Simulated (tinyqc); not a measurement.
# Deep-level transient spectroscopy: amplitude against reverse bias

Schottky contact on an n-type layer with shallow donors Nd (all ionised) and a donor-like deep trap, neutral when filled and positive when empty; depletion approximation. Traps within lam of the depletion edge stay filled. A long pulse to Vp fills the traps beyond x1 = Wp - lam; back at Vr those between x1 and x2 = Wr - lam emit. A rate window reads S = C(t2) - C(t1).

lam = sqrt(2 eps0 eps_r (EF - ET)/(q Nd)), EF - ET = Et - (kB T/q) ln(Nc(T)/Nd), Nc(T) = Nc (T/300 K)^1.5. In the steady state at the band bending V, 2 eps0 eps_r V/q = Nd W^2 + Nt (W - lam)^2 (the second term only if W > lam). W(t)^2 = Wr^2 + (Nt/Nd)(x2^2 - x1^2) exp(-en t), C = eps0 eps_r/W; for small Nt, dC/C = -(Nt/2 Nd) G exp(-en t) with G = (x2^2 - x1^2)/Wr^2. Listed at t = 0.

Parameters, values chosen for the exercise; material values close to those of silicon: relative permittivity eps_r = 11.6; conduction-band density of states at 300 K Nc = 2.78e19 cm^-3; shallow donor density Nd = 7.2e14 cm^-3; built-in voltage Vbi = 0.51 V; depth of the trap below the conduction edge Et = 0.18 eV; trap density Nt = 5.1e12 cm^-3; reverse bias during the filling pulse Vp = 0 V; temperature of the transient T = 165 K.

Constants: q = 1.602176634e-19 C, kB = 1.380649e-23 J/K, eps0 = 8.8541878128e-14 F/cm where lengths are in cm. Results are converted to the units shown.

Amplitude against reverse bias:
```
Vr (V)  Wr (nm)       G  dC(0)/C (%)  2 Nd |dC|/C (cm^-3)
0.5        1338  0.3756      -0.1328             1.912e12
3.3        2597  0.7315      -0.2581             3.716e12
6.1        3421  0.8064      -0.2844             4.095e12
8.9        4081  0.8422      -0.2969             4.276e12
11.6       4629  0.8633      -0.3043             4.382e12
14.4       5136  0.8783      -0.3096             4.459e12
17.2       5598  0.8895      -0.3135             4.515e12
20         6024  0.8981      -0.3166             4.558e12
```

G rises from 0.376 to 0.898, since lam = 275 nm and x1 weigh less in a wider layer. The simple estimate 2 Nd |dC|/C reaches 37.5 % of the true Nt in the first row and 89.4 % in the last.

Program tinyqc, `OMP_NUM_THREADS=1 python tinyqc.py 2050005 2050006 out.jsonl`; Intel Xeon 2.30GHz, shared host, one thread, about 0.01 s.
